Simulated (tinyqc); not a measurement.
Raman line shape of confined optical phonons and breathing modes of small crystals: one step, computed by the program tinyqc. Command: `OMP_NUM_THREADS=1 python tinyqc.py 3003117 3003118 out.jsonl confine walk`. One thread of a shared host (Intel(R) Xeon(R) Processor @ 2.30GHz), about 0.02 s of CPU time with the checks.

Confinement in 1 direction(s) lets phonons with q away from zero scatter light. q is in units of 2 pi/a, from 0 to 1, and the branch is isotropic: omega(q)^2 = (omega_0^2 + omega_X^2)/2 + ((omega_0^2 - omega_X^2)/2) cos(pi q). The model and its constant beta are phenomenological; beta = 8 is the common choice.

Problem. Range of wave vectors. Weight W(q) = q^0 exp(-(2 L q/a)^2/(2 beta)) dq, that is exp(-k^2 L^2/(2 beta pi^2)) for k = 2 pi q/a. Width q_c = a sqrt(2 beta)/(2 L), where the exponential falls to 1/e; curvature of the branch: omega(q) = omega_0 - c q^2, c = pi^2 (omega_0^2 - omega_X^2)/(8 omega_0); for small q_c the mean of q^2 is (number of confined directions) q_c^2/2, and the mean shift is -c times that.

Inputs (values chosen for the exercise, modelled on silicon):
```
quantity,value,unit
bulk frequency omega_0,521,1/cm
frequency at the zone boundary omega_X,427,1/cm
lattice constant a,5.431,angstrom
size L,10,nm
confinement constant beta,8,-
```

Shape: film.

Give: q_c; curvature c; mean shift, quadratic estimate; omega(q_c) - omega_0.

Solution.

q_c = 0.10862 2 pi/a

curvature c = 211.0 1/cm

mean shift, quadratic estimate = -1.245 1/cm

omega(q_c) - omega_0 = -2.471 1/cm
